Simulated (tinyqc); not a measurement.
# Inputs raised by 2 %, one at a time

Model: electron-beam lithography: double-Gaussian proximity function, edge placement and dose correction for parallel lines. Computed by tinyqc, a small Python program. Command: `OMP_NUM_THREADS=1 python tinyqc.py 3111284 3111285 out.jsonl proximity sens`. One thread of a shared host (Intel(R) Xeon(R) Processor @ 2.30GHz), about 0.02 s of CPU time with the checks.

Lines are infinitely long. Absorbed energy is counted so that the middle of a very large area written at dose 1 receives 1; the resist develops where it exceeds 1/2.

Inputs (values chosen for the exercise, of the order of those for 20 keV electrons in resist on silicon):
```
quantity                              value               unit
forward range alpha                   0.011         micrometre
backscatter range beta                  2.1         micrometre
backscatter ratio eta                  0.86                  -
base dose D0                            310  microcoulomb/cm^2
beam current                             57                 nA
pixel size                                4                 nm
width of the test line                 0.24         micrometre
pattern density around the test line   0.35                  -
```

line widths (micrometre): 0.062  0.052  0.052  2.1  0.059

gaps between the lines (micrometre): 0.075  0.66  0.17  0.11

Constants: e = 1.602176634e-19 C.

Method:
- The first line starts at x = 0; each next one starts after the width and the gap.
- f(r) = [exp(-r^2/alpha^2)/alpha^2 + eta exp(-r^2/beta^2)/beta^2]/(pi (1 + eta)). A line from a to b at dose d gives E(x) = d [S(alpha) + eta S(beta)]/(1 + eta), S(s) = [erf((b - x)/s) - erf((a - x)/s)]/2.
- M_ij is the mean of E at the two edges of line i from line j at dose 1.
- Uncorrected edge energies are M 1. Solve M d = 1/2 for the doses d that put the mean edge energy of every line at the threshold.
- A test line of width w << beta in surroundings of density rho, all at dose d: near its edge E(x) = d [S + eta rho]/(1 + eta), S = [erf((b - x)/alpha) - erf((a - x)/alpha)]/2 for edges a and b, the second term being the background energy. Dose to size d_s = (1 + eta)/(erf(w/alpha) + 2 eta rho), dose = d_s D0; edge slope d [1 - exp(-w^2/alpha^2)]/(sqrt(pi) alpha (1 + eta)); width change per 1 % of dose = 2 x 0.01 x (1/2)/slope.
- With dose = d_s D0: electrons per pixel N = dose x pixel area/e; relative noise 1/sqrt(N); time per cm^2 of pattern area = dose x density/current; pixel rate = current/(dose x pixel area).

Runs:
```
input moved                            from       to  dose to size d_s  width change per 1 % of dose (nm)  largest over smallest dose  shot noise (%)
base run                                  -        -            1.1610                            0.31234                      1.3132          5.2746
forward range alpha (micrometre)      0.011  0.01122            1.1610                            0.31859                      1.3132          5.2746
backscatter range beta (micrometre)     2.1    2.142            1.1610                            0.31234                      1.3032          5.2746
width of the test line (micrometre)    0.24   0.2448            1.1610                            0.31234                      1.3132          5.2746
pattern density around the test line   0.35    0.357            1.1524                            0.31469                      1.3132          5.2944
base dose D0 (microcoulomb/cm^2)        310    316.2            1.1610                            0.31234                      1.3132          5.2226
beam current (nA)                        57    58.14            1.1610                            0.31234                      1.3132          5.2746
pixel size (nm)                           4     4.08            1.1610                            0.31234                      1.3132          5.1712
```

Exponents ln(y'/y) / ln(x'/x):
```
input                                 dose to size d_s  width change per 1 % of dose  largest over smallest dose  shot noise
forward range alpha                              0.000                         1.000                       0.000       0.000
backscatter range beta                           0.000                         0.000                      -0.389       0.000
width of the test line                           0.000                         0.000                       0.000       0.000
pattern density around the test line            -0.378                         0.378                       0.000       0.189
base dose D0                                     0.000                         0.000                       0.000      -0.500
beam current                                     0.000                         0.000                       0.000       0.000
pixel size                                       0.000                         0.000                       0.000      -1.000
```

To which inputs is each result most sensitive?

Among the inputs moved here: dose to size d_s answers most in size to pattern density around the test line (exponent -0.378); its exponent is below 0.0005 for forward range alpha, backscatter range beta, width of the test line, base dose D0, beam current, pixel size. Width change per 1 % of dose answers most in size to forward range alpha (exponent +1.000), next to pattern density around the test line (+0.378); its exponent is below 0.0005 for backscatter range beta, width of the test line, base dose D0, beam current, pixel size. Its exponent +1.000 in forward range alpha: the edge slope goes as 1/alpha. Largest over smallest dose answers most in size to backscatter range beta (exponent -0.389); its exponent is below 0.0005 for forward range alpha, width of the test line, pattern density around the test line, base dose D0, beam current, pixel size. Shot noise answers most in size to pixel size (exponent -1.000), next to base dose D0 (-0.500); its exponent is below 0.0005 for forward range alpha, backscatter range beta, width of the test line, beam current.

Extremes, crossings and ranges named in words are read from the listed rows.
